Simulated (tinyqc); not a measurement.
Spin coating of a resist or spin-on film: centrifugal thinning, evaporation and the final thickness (Emslie and Meyerhofer models): one step, computed by the program tinyqc.

A Newtonian film stays uniform over the wafer; solvent and solids have the same density and the concentration is uniform through the thickness.

Question. Rates. omega = 2 pi f/60; nu(c) = nu_s + k c^gamma; evaporation rate e = e0 sqrt(f/1000 rpm). Flow constant K = 2 omega^2/(3 nu(c0)); Reynolds number of the air omega R^2/nu_air with nu_air = 15 mm^2/s.

Inputs (values chosen for the exercise, of the order of those of a polymer resist in an ester solvent):
```
quantity                                 value          unit
solids volume fraction c0                  0.3             -
kinematic viscosity of the solvent nu_s   0.67        mm^2/s
viscosity constant k                       460        mm^2/s
viscosity exponent gamma                     3             -
spin speed f                              1000           rpm
evaporation rate at 1000 rpm e0          0.073  micrometre/s
wafer radius R                             150            mm
```

Give: omega; nu(c0); evaporation rate e; flow constant K; Reynolds number of the air.

Answer.

omega = 104.72 1/s

nu(c0) = 13.09 mm^2/s

evaporation rate e = 0.073 micrometre/s

flow constant K = 5.5850e-04 1/(micrometre^2 s)

Reynolds number of the air = 1.5708e+05
